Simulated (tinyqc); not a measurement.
Chemical shift by three methods: effective-mass impurity with a central-cell term, in a basis of Slater functions. Computed by tinyqc, a small Python program. Command: `OMP_NUM_THREADS=1 python tinyqc.py 3002640 3002641 out.jsonl centralcell walk`. One thread of a shared host (Intel(R) Xeon(R) Processor @ 2.30GHz), about 0.01 s of CPU time with the checks.

The envelope obeys H = -nabla^2 - (2/r) [Z + A exp(-kappa r)] in effective units, with kappa = a*/lambda; positive A deepens the well near the core.

Inputs (values chosen for the exercise, with mass and screening modelled on InP):
```
quantity                   value      unit
effective mass m           0.081       m_0
dielectric constant eps     12.8         -
charge Z of the core           1         -
central-cell strength A      -22         -
central-cell range lambda    0.8  angstrom
```

Impurity: donor, one isotropic band.

Constants: Ry = 13.605693123 eV; a_0 = 0.529177210903 angstrom.

Method:
- Units: Ry* = Ry m/eps^2 and a* = a_0 eps/m, with m in m_0.
- kappa = a*/lambda; the hydrogenic ground state is bound by Z^2 Ry*.
- For s functions exp(-zeta r), with s = zeta_i + zeta_j: S = 2/s^3, T = zeta_i zeta_j S, V = -2 Z/s^2, W = -2 A/(s + kappa)^2; each function is normalised by dividing by sqrt(S_ii S_jj).
- Large basis: zeta_i = 0.06 x 1.6^(i-1), i = 1..22, same formulas; for p functions r exp(-zeta r): S = 24/s^5, T = zeta_i zeta_j S (centrifugal term included), V = -12 Z/s^4, W = -12 A/(s + kappa)^4; overlap eigenvalues below 1e-11 are dropped.
- First order: shift = 8 A Z^3/(2 Z + kappa)^2 Ry*. One exponent: minimise zeta^2 - 2 Z zeta - 8 A zeta^3/(2 zeta + kappa)^2 by golden section on 0.2 to 6 Z. All shifts are the binding beyond Z^2 Ry*.

kappa = 104.529 1/a*

Ry* = 6.72645 meV

hydrogenic binding energy = 6.72645 meV

Shift of the 1s binding energy (meV):
```
A      first order  one exponent  large basis
22.0       0.10432       0.10804      0.13956
11.0       0.05216       0.05307      0.05957
-2.2      -0.01043      -0.01040     -0.01018
-5.5      -0.02608      -0.02586     -0.02458
-11.0     -0.05216      -0.05129     -0.04653
-22.0     -0.10432      -0.10092     -0.08419
-27.5     -0.13040      -0.12514     -0.10053
```

The three columns are ordered, first order <= one exponent <= large basis, since each is a variational bound with more freedom. At the largest attractive A first order gives 75 % and one exponent 77 % of the shift; at the most repulsive A the true shift is -0.101 meV against -0.130. Attraction pulls the envelope in and feeds itself, repulsion pushes it out and saturates.

Extremes, crossings and ranges named in words are read from the listed rows.
